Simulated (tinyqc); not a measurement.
From one set of inputs to another, one input at a time: solid solubility of a dopant against its melt (retrograde solidus), clustering and the electrically active fraction. Computed by tinyqc, a small Python program. Command: `OMP_NUM_THREADS=1 python tinyqc.py 3009937 3009938 out.jsonl retro ladder`. One thread of a shared host (Intel(R) Xeon(R) Processor @ 2.30GHz), about 0.02 s of CPU time with the checks.

The inputs printed are set A. Inputs not listed in the table keep their values of set A, so the rows need not describe a real material.

Inputs (values chosen for the exercise, for a model dopant): melting point of the host T_m = 1687 K; heat of melting of the host H_f = 50.2 kJ/mol; interaction L of the melt = -4 kJ/mol; enthalpy of transfer from melt to solid H = 0.586 eV; entropy of transfer S = -1.55 k_B; site density N0 = 5e+22 1/cm^3; temperature T = 1580 K; total dopant density N_t = 5.1e+20 1/cm^3; atoms per cluster m = 2; cluster scale N* at 1273 K = 4.1e+20 1/cm^3; activation energy E_b of the cluster scale = 0.49 eV; anneal temperature T_a = 1075 K; mobility mu = 50 cm^2/(V s).

Clustering: clusters of m atoms, electrons left out.

Constants: R = 8.314462618 J/(mol K); k_B = 8.617333262e-05 eV/K; e = 1.602176634e-19 C; N_A = 6.02214076e+23 1/mol.

Method:
- x_l and x_s are atom fractions of the dopant in melt and solid; the solid is dilute. Liquidus of the host: R T ln(1 - x_l) + L x_l^2 = -H_f (1 - T/T_m). Distribution: k = x_s/x_l = exp[L (1 - x_l)^2/(R T)] exp(S/k_B - H/(k_B T)), the first factor being the activity coefficient in the melt. Solubility = x_s N0; at T_m x_l = 0.
- The largest x_s N0 between 900 K and T_m. For an ideal melt with constant heats the maximum has x_l = H_f/(H + H_f), H in the same units.
- A highly soluble donor (another dopant than that of the solidus) is limited by clustering. Donors N_a are active, and clusters hold m atoms each: N_t = N_a + m C, m C = N* (N_a/N*)^m, with N*(T) = N*(1273 K) exp[-(E_b/k_B)(1/T - 1/1273)]. Resistivity = 1/(e mu N_a).

Each row keeps all changes above it:
```
input moved                                         from       to  solubility (1/cm^3)  largest solubility (1/cm^3)  resistivity (milliohm cm)
set A                                                  -        -           2.4271e+19                   3.6165e+19                    0.55208
enthalpy of transfer from melt to solid H (eV)     0.586     1.69           7.3049e+15                   7.3801e+15                    0.55208
interaction L of the melt (kJ/mol)                    -4      -17           3.2845e+15                   3.3952e+15                    0.55208
entropy of transfer S (k_B)                        -1.55     2.11           1.2764e+17                   1.3194e+17                    0.55208
temperature T (K)                                   1580     1190           1.2733e+16                   1.3194e+17                    0.55208
activation energy E_b of the cluster scale (eV)     0.49     0.42           1.2733e+16                   1.3194e+17                    0.52960
cluster scale N* at 1273 K (1/cm^3)              4.1e+20  1.8e+20           1.2733e+16                   1.3194e+17                    0.72120
total dopant density N_t (1/cm^3)                5.1e+20  7.1e+20           1.2733e+16                   1.3194e+17                    0.59243
```

Solubility goes from 2.43e19 to 1.27e16, a factor 5.25e-4 in all. The largest single move comes from enthalpy of transfer from melt to solid H (a factor 3.01e-4), and entropy of transfer S works against it (a factor 38.9). Largest solubility goes from 3.62e19 to 1.32e17, a factor 0.00365 in all. The largest single move comes from enthalpy of transfer from melt to solid H (a factor 2.04e-4), and entropy of transfer S works against it (a factor 38.9). Resistivity goes from 0.552 to 0.592, a factor 1.07 in all. The largest single move comes from cluster scale N* at 1273 K (a factor 1.36), and total dopant density N_t works against it (a factor 0.821). The single moves hold for this order of the switches; the total does not depend on the order.

Caution (all rows): this clustering law is a generic form; degeneracy and a doping-dependent mobility are left out.

Extremes, crossings and ranges named in words are read from the listed rows.
